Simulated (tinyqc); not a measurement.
The same stress in different states: Raman shift of the zone-centre optical phonon of a diamond-structure crystal under stress. Computed by tinyqc, a small Python program. Command: `OMP_NUM_THREADS=1 python tinyqc.py 3000990 3000991 out.jsonl ramanstress walk`. One thread of a shared host (Intel(R) Xeon(R) Processor @ 2.30GHz), about 0.01 s of CPU time with the checks.

Axes x, y, z are the cube axes. Strain shifts the threefold optical mode and can split it; p, q and r are the phonon deformation potentials.

Inputs (values chosen for the exercise, modelled on silicon):
```
quantity                          value  unit
unstrained frequency omega_0      520.2  1/cm
p/omega_0^2                       -1.86     -
q/omega_0^2                       -2.36     -
r/omega_0^2                      -0.706     -
C11                                 166   GPa
C12                               64.24   GPa
C44                               79.87   GPa
stress sigma (tension positive)     2.9   GPa
```

Stress state: biaxial. Axis: [111].

Method:
- S11 = (C11 + C12)/D, S12 = -C12/D, D = (C11 - C12)(C11 + 2 C12), S44 = 1/C44.
- eps_xx = S11 sigma_xx + S12 (sigma_yy + sigma_zz), and cyclic; eps_xy = S44 sigma_xy/2 (tensor strain).
- Secular matrix: M_xx = p eps_xx + q (eps_yy + eps_zz), M_xy = 2 r eps_xy; its eigenvalues are omega^2 - omega_0^2, and the shifts are these over 2 omega_0.
- Uniaxial: sigma n n^T; biaxial: sigma (1 - n n^T); hydrostatic: sigma 1. The line seen from (001) is taken as unresolved, at the intensity-weighted shift M_zz/(2 omega_0).

S44 = 12.5203 1/TPa

S11 = 7.68330 1/TPa

S12 = -2.14374 1/TPa

Shifts (1/cm):
```
state                   lowest   middle  highest  line seen from (001)
uniaxial [100]          -6.853   -6.853   -3.147                -6.853
uniaxial [110]          -8.334   -6.853   -1.667                -6.853
uniaxial [001]          -6.853   -6.853   -3.147                -3.147
uniaxial [111]         -10.063   -3.396   -3.396                -5.618
biaxial, normal [001]  -13.707  -10.001  -10.001               -13.707
biaxial, normal [111]  -13.459  -13.459   -6.791               -11.236
hydrostatic            -16.854  -16.854  -16.854               -16.854
```

Seen from (001), uniaxial stress along [100] and along [110] give the same shift (-6.853), and equal biaxial stress in the plane gives twice as much (-13.707), since only sigma_xx + sigma_yy and sigma_zz enter M_zz. Stress along [001] gives -3.147. One measured shift therefore fixes the stress only once its state is assumed: read as uniaxial in the plane, a shift implies twice the stress that it does read as biaxial. In the two [111] rows the modes seen are split by 6.7 per cm, more than a line width, so two lines appear there in place of one.

Extremes, crossings and ranges named in words are read from the listed rows.
